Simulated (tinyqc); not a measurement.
CIS on RHF in the sto-6g basis, for H3+, spin multiplicity 1, step by step. One step of it, computed by the program tinyqc.

Question. Iteration 8 (converged): orbitals. Diagonalise F' = X^T F X, C = X C', fill 1 alpha and 1 beta electrons from the bottom; D = 2 C_occ C_occ^T. Each column has its largest component positive (the first on a tie).

converged F (hartree):
```
           1H 1s      2H 1s      3H 1s
1H 1s  -0.642858  -0.559384  -0.559581
2H 1s  -0.559384  -0.642858  -0.559581
3H 1s  -0.559581  -0.559581  -0.642965
```

X:
```
           1H 1s      2H 1s      3H 1s
1H 1s   1.100375  -0.174175  -0.174330
2H 1s  -0.174175   1.100375  -0.174330
3H 1s  -0.174330  -0.174330   1.100446
```

Give: F' = X^T F X; orbital energies; coefficients C; D after iteration 8.

Answer.

F' = X^T F X (hartree):
```
        1       2       3
1  -0.422  -0.287  -0.287
2  -0.287  -0.422  -0.287
3  -0.287  -0.287  -0.422
```

orbital energies (hartree): MO1 -0.996, MO2 -0.136, MO3 -0.135

coefficients C:
```
         MO1     MO2     MO3
1H 1s  0.434   0.901  -0.521
2H 1s  0.434  -0.901  -0.521
3H 1s  0.434   0.000   1.041
```

D after iteration 8:
```
       1H 1s  2H 1s  3H 1s
1H 1s  0.377  0.377  0.377
2H 1s  0.377  0.377  0.377
3H 1s  0.377  0.377  0.377
```
